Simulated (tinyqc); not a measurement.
Changing the temperature T: inversion-layer mobility, back-scattering and ballistic limit of a field-effect transistor. Computed by tinyqc, a small Python program. Command: `OMP_NUM_THREADS=1 python tinyqc.py 3004190 3004191 out.jsonl mos sweep`. One thread of a shared host (Intel(R) Xeon(R) Processor @ 2.30GHz), about 0.01 s of CPU time with the checks.

The charge at the top of the source barrier is fixed by the gate; series resistance and short-channel effects are left out. F_j are Fermi integrals normalised to exp(eta) in the classical limit.

Inputs (values chosen for the exercise, modelled on a 4H-SiC n-channel):
```
quantity                                       value        unit
transport mass m                                0.31         m_0
valley degeneracy g_v                              3           -
weight w of the inversion charge                 0.5           -
permittivity eps                                 9.7           -
phonon mobility at 1 MV/cm and 300 K, mu_ph       96  cm^2/(V s)
roughness mobility at 1 MV/cm, mu_sr              62  cm^2/(V s)
Coulomb mobility at N_inv = 1e12/cm^2, mu_C       39  cm^2/(V s)
electrical oxide thickness t_inv                 1.1          nm
depletion charge N_dep                       2.7e+12      1/cm^2
gate overdrive V_G - V_T                        0.98           V
drain voltage V_D                                  1           V
channel length L                                 120          nm
exponent a of the critical length               0.67           -
```

Statistics at the top of the barrier: Fermi-Dirac.

Constants: eps_0 = 8.8541878128e-12 F/m; e = 1.602176634e-19 C; m_0 = 9.1093837015e-31 kg; k_B = 1.380649e-23 J/K; hbar = 1.054571817e-34 J s; k_B = 8.617333262e-05 eV/K.

Method:
- N_inv = 3.9 eps_0 (V_G - V_T)/(e t_inv); effective field E_eff = e (N_dep + w N_inv)/(eps eps_0).
- mu_phonon = mu_ph (E_eff/1 MV/cm)^(-0.3) (T/300 K)^(-1.75); mu_rough = mu_sr (E_eff/1 MV/cm)^(-2); mu_Coulomb = mu_C (N_inv/1e12 cm^-2) (T/300 K); Matthiessen's rule adds 1/mu.
- F_j(eta) = (1/Gamma(j + 1)) int_0^infinity x^j/(1 + exp(x - eta)) dx, F_0 = ln(1 + exp(eta)). Integrals over x = E/(k_B T) use 160 Gauss-Legendre points in u = sqrt(x) from 0 to sqrt(max(eta, 0) + 32).
- Ballistic channel: N_2D = g_v m k_B T/(pi hbar^2), U = e V_D/(k_B T); eta_F solves N_inv = (N_2D/2)[F_0(eta_F) + F_0(eta_F - U)]; v_T = sqrt(2 k_B T/(pi m)); I/W = e (N_2D/2) v_T [F_1/2(eta_F) - F_1/2(eta_F - U)]; injection velocity v_T F_1/2(eta_F)/F_0(eta_F).
- Mean free path lambda = (2 k_B T/e)(mu/v_T) F_0(eta_0)/F_-1/2(eta_0), with eta_0 from N_inv = N_2D F_0(eta_0); critical length l = L (1 + U)^(-a), an empirical rule; back-scattering r = l/(l + lambda). Then eta solves N_inv = (N_2D/2)[(1 + r) F_0(eta) + (1 - r) F_0(eta - U)] and I/W = e (N_2D/2) v_T (1 - r)[F_1/2(eta) - F_1/2(eta - U)].
- Ballistic ratio: I over the ballistic current. Apparent mobility 1/(1/mu + 1/mu_B), mu_B = mu L/lambda.

One run for each value; columns: (1) temperature T (K); (2) effective mobility mu (cm^2/(V s)); (3) current I/W (microampere/micrometre); (4) injection velocity (1e7 cm/s); (5) ballistic ratio; (6) mean free path lambda (nm):
```
(1)    (2)    (3)    (4)      (5)     (6)
77   10.94  262.8  1.429  0.05975  0.7236
99   11.00  229.4  1.435  0.05197  0.7321
130  10.98  199.2  1.444  0.04483  0.7399
160  10.88  180.2  1.456  0.04022  0.7455
210  10.64  159.8  1.481  0.03507  0.7522
270  10.25  144.4  1.517  0.03094  0.7557
350   9.65  130.6  1.573  0.02699  0.7524
450   8.85  118.0  1.650  0.02326  0.7368
```

Describe and explain the trends.

Over the rows, effective mobility mu (cm^2/(V s)) goes from 10.9 through a maximum among these rows, 11.0 at 99.0, to 8.85; current I/W (microampere/micrometre) falls from 263 to 118 (exponent d ln y / d ln x -0.54 between the first rows and -0.40 between the last); injection velocity (1e7 cm/s) rises from 1.43 to 1.65 (exponent d ln y / d ln x 0.014 between the first rows and 0.19 between the last). At the low end the exponent of injection velocity is 0.01, close to 0: a Fermi velocity. mu changes by a factor 1.24 over the table and the current by 2.23.

Caution (all rows): the current exceeds the long-channel drift law, so the empirical rule for l, meant for short channels, is too generous here. Caution (rows 77.0, 99.0, 130, 160, 210): in a degenerate gas the layer that can return carriers is set by E_F rather than k_B T, so l is underestimated.

Extremes, crossings and ranges named in words are read from the listed rows.
